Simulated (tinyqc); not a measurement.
Raising D: domain walls in a thin film with perpendicular anisotropy: Bloch, Neel and chiral walls, motion and stripe domains. Computed by tinyqc, a small Python program. Command: `OMP_NUM_THREADS=1 python tinyqc.py 3026232 3026233 out.jsonl mwall walk`. One thread of a shared host (Intel(R) Xeon(R) Processor @ 2.30GHz), about 0.01 s of CPU time with the checks.

One-dimensional wall: polar angle theta(x), azimuth phi of the moment in the wall (phi = 0 Neel, 90 degrees Bloch). mu_0 = 1.25663706212e-6 T m/A, gamma = 1.76085963023e11 rad/(s T).

Inputs (values chosen for the exercise, for a model film):
```
quantity                      value    unit
saturation magnetisation M_s   1280    kA/m
exchange stiffness A            9.4    pJ/m
uniaxial anisotropy K_u        1170  kJ/m^3
DMI constant D                 0.15  mJ/m^2
thickness t                     1.3      nm
```

Method. K_eff = K_u - mu_0 M_s^2/2; Delta = sqrt(A/K_eff); sigma_0 = 4 sqrt(A K_eff); profile theta = 2 arctan exp(x/Delta); quality factor Q = 2 K_u/(mu_0 M_s^2). sigma(phi) = sigma_0 + 2 Delta K_D cos^2(phi) - pi D cos(phi), with the wall shape anisotropy K_D = N_x mu_0 M_s^2/2, N_x = t ln 2/(pi Delta). The minimum has cos(phi) = D/D_N for D < D_N = 4 Delta K_D/pi and phi = 0 beyond; sigma turns negative at D_c = (sigma_0 + 2 Delta K_D)/pi.

D_N = 0.375949 mJ/m^2

D_c = 1.65153 mJ/m^2

width parameter Delta = 8.17765 nm

sigma_0 = 4.59790 mJ/m^2

Wall against D; the last column is the Kaplan-Gehring width, log10[0.955 t exp(pi sigma/(mu_0 M_s^2 t))/nm], with a dash where it falls below 10 Delta and the formula fails:
```
D (mJ/m^2)  phi (degrees)  sigma (mJ/m^2)  sigma/sigma_0  log10 domain width
0.075              78.493          4.5744        0.99489              2.4258
0.190              59.643          4.4471        0.96720              2.3609
0.300              37.062          4.2219        0.91821              2.2461
0.330              28.624          4.1429        0.90104              2.2058
0.660               0.000          3.1150        0.67748                   -
0.990               0.000          2.0783        0.45200                   -
1.300               0.000          1.1044        0.24019                   -
1.500               0.000          0.4760        0.10354                   -
```

What follows from these numbers?

D_N is 23 % of D_c, so a small D fixes the chirality long before it lowers the energy much. Beyond D_N sigma falls by pi per unit of D, and the domain width, which has sigma in an exponent, drops by 0.2 decades over the valid rows (values above 6 mean a single domain in any device).

Extremes, crossings and ranges named in words are read from the listed rows.
